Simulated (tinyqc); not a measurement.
From results back to parameters: defect, radiative and Auger recombination at equal electron and hole densities (ABC model). Four cases, with inputs chosen for the exercise.

Problem. The peak efficiency, the current at the peak and the differential lifetime there, tau_p = 1/(Ae + 2 B n_p + 3 C n_p^2), are given; Ae, B and C are hidden. n_p = sqrt(Ae/C), Q = B/sqrt(Ae C), IQE_max = Q/(Q + 2).

J/(e d) = Ae n + B n^2 + C n^3 with Ae = A + 4 S/w (four side walls, carriers spread evenly), e = 1.602176634e-19 C, lengths in cm; internal efficiency IQE = B n^2/(Ae n + B n^2 + C n^3); all injected carriers recombine in the layer.

Find: Q; Ae; n_p; B; C.

Method. Q = 2 IQE/(1 - IQE). At the peak B n = Q Ae and C n^2 = Ae, so 1/tau_p = Ae (4 + 2Q) and J = e d Ae n_p (2 + Q); B and C follow.

Case 1.

Values chosen (out of a larger set: orders of magnitude like those quoted for GaN; not measured data): d = 3.5 nm (active thickness).

IQE_max = 0.630700
J at the peak = 8.53546 A/cm^2
tau_p = 19.2344 ns

Solution.

Q = 3.42
Ae = 4.80e+06 1/s
n_p = 5.86e+18 1/cm^3
B = 2.8e-12 cm^3/s
C = 1.4e-31 cm^6/s

Case 2.

Values chosen (out of a larger set: orders of magnitude like those quoted for GaN; not measured data): d = 2 nm (active thickness).

IQE_max = 0.602322
J at the peak = 2.00845 A/cm^2
tau_p = 41.4248 ns

Solution.

Q = 3.03
Ae = 2.40e+06 1/s
n_p = 5.19e+18 1/cm^3
B = 1.4e-12 cm^3/s
C = 8.9e-32 cm^6/s

Case 3.

Values chosen (out of a larger set: orders of magnitude like those quoted for InP; not measured data): d = 69 nm (active thickness).

IQE_max = 0.939107
J at the peak = 16990.2 A/cm^2
tau_p = 0.342796 ns

Solution.

Q = 30.8
Ae = 4.44e+07 1/s
n_p = 1.05e+19 1/cm^3
B = 1.3e-10 cm^3/s
C = 4.0e-31 cm^6/s

Case 4.

Values chosen (out of a larger set: orders of magnitude like those quoted for Si; not measured data): d = 260000 nm (active thickness).

IQE_max = 0.0113736
J at the peak = 2.49054 A/cm^2
tau_p = 36346.6 ns

Solution.

Q = 0.0230
Ae = 6.80e+03 1/s
n_p = 4.35e+16 1/cm^3
B = 3.6e-15 cm^3/s
C = 3.6e-30 cm^6/s

Computed by tinyqc, one run a case: `OMP_NUM_THREADS=1 python tinyqc.py N N+1 out.jsonl` with N = 1650484, 1650557, 1650576, 1650581; one thread of a shared Intel(R) Xeon(R) Processor @ 2.30GHz, about 0.01 s a run at most.
